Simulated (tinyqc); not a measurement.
# Off-state leakage of single and stacked transistors: subthreshold current against the height of the stack

n-channel devices of unit width. Subthreshold current I(Vg, Vs, Vd) = I0 (T/300 K)^0.5 exp[(Vg - Vs - VT(T) - gb (Vs - Vb) + dd (Vd - Vs))/(nf Vt)] (1 - exp(-(Vd - Vs)/Vt)), VT(T) = VT - cT (T - 300 K). Gate-edge tunnelling Ig (Vd/1 V) exp(ag (Vd - 1 V)), for a gate at 0 V, and band-to-band leakage Ab u exp(-Bb/u), u = Vd - Vb + 1 V, flow at a drain held at V; both are taken as independent of T. In a stack of off transistors (all gates at 0 V) the same subthreshold current passes through each.

All n gates at 0 V, bottom source at 0 V, top drain at V; node voltages follow from equal currents.

Values chosen for this exercise; values of the order met in bulk silicon logic transistors:
```
symbol,value,unit,meaning
T,398,K,temperature
V,1,V,supply voltage
VT,0.38,V,"threshold at 300 K, zero drain and body bias"
cT,0.6,mV/K,fall of the threshold with temperature
I0,0.12,uA/um,current at threshold at 300 K
nf,1.34,,slope factor
dd,0.06,,drain-induced lowering per volt
gb,0.2,,rise of the threshold per volt of source-body bias
Vb,-0.6,V,body voltage
```

Constants: q = 1.602176634e-19 C, kB = 1.380649e-23 J/K, Vt = kB T/q. Results are converted to the units shown.

Result of one run:

| I (nA/um) | reduction factor | drain voltage of the bottom device (mV) | source voltage of the top device (mV) | voltage across the top device (V) |
|---|---|---|---|---|
| 0.0019552 | 17.664 | 7.9426 | 104.74 | 0.89526 |

Which number of transistors in series n gave this result: 1, 2, 3, 5 or 6?

n = 6.

The whole series:

| n | I (nA/um) | reduction factor | drain voltage of the bottom device (mV) | source voltage of the top device (mV) | voltage across the top device (V) |
|---|---|---|---|---|---|
| 1 | 0.034537 | 1.0000 | 1000.0 | 0 | 1.0000 |
| 2 | 0.0079378 | 4.3510 | 53.633 | 53.633 | 0.94637 |
| 3 | 0.0044908 | 7.6907 | 21.545 | 74.409 | 0.92559 |
| 4 | 0.0031340 | 11.020 | 13.678 | 87.529 | 0.91247 |
| 5 | 0.0024078 | 14.344 | 10.044 | 97.144 | 0.90286 |
| 6 | 0.0019552 | 17.664 | 7.9426 | 104.74 | 0.89526 |

The second transistor cuts the current by a factor of 4.35, the third by a further 1.77 and the sixth by 1.23. The top device keeps 89.5 % of the supply at n = 6, while the drain voltage of the bottom one falls to 0.232 Vt.

Computed by the program tinyqc: `OMP_NUM_THREADS=1 python tinyqc.py 2242007 2242008 out.jsonl`, one thread of a shared Intel Xeon 2.30GHz, about 0.03 s for the whole run.
